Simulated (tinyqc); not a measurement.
What each setting does: recursion (Haydock) method for the local density of states: surface site of a cubic lattice.

One orbital a site at energy 0, hopping -t to the 6 nearest neighbours of a cubic lattice; the start u0 is a site in the outermost layer of a half crystal, with energy V. Recursion: a_n = <u_n|H|u_n>, b_(n+1) u_(n+1) = (H - a_n) u_n - b_n u_(n-1), b > 0. G(z) = 1/(z - a0 - b1^2/(z - a1 - b2^2/(...))), z = E + i eta. After n levels the tail is b_n^2 T with the square-root terminator T = (z - sqrt(z - 2b) sqrt(z + 2b))/(2 b^2), b = 3t so that the band edges lie at -/+ 6t.

Values chosen for the exercise:

| symbol | value | unit | meaning |
|---|---|---|---|
| t | 0.85 | eV | hopping |
| V | 0 | eV | shift of the starting site |
| n | 4 |  | levels kept |
| E | -3.76 | eV | energy |
| eta | 0.043 | eV | broadening |

G at z = E + i eta with n levels and terminator.

One parameter was then changed.

Results before and after:

| case | Re G (1/eV) | density (1/eV) |
|---|---|---|
| base | -0.3587 | 0.0402 |
| changed | -0.3090 | 0.0288 |

Which of these changes was made? (a) V = 0.5 eV; (b) eta = 0.086 eV; (c) n = 5; (d) t = 0.935 eV; (e) E = -3.59 eV.

Answer: (a) V = 0.5 eV. Of the candidates, run in turn, only this one gives the changed row.

All candidates:

| case | Re G (1/eV) | density (1/eV) |
|---|---|---|
| base | -0.3587 | 0.0402 |
| t = 0.935 eV | -0.3312 | 0.0497 |
| V = 0.5 eV | -0.3090 | 0.0288 |
| n = 5 | -0.3516 | 0.0394 |
| E = -3.59 eV | -0.3622 | 0.0476 |
| eta = 0.086 eV | -0.3528 | 0.0406 |

Run: tinyqc, `OMP_NUM_THREADS=1 python tinyqc.py 1481761 1481762 out.jsonl`; Intel(R) Xeon(R) Processor @ 2.30GHz, one thread, shared host; about 0.08 s of CPU time with all checks.
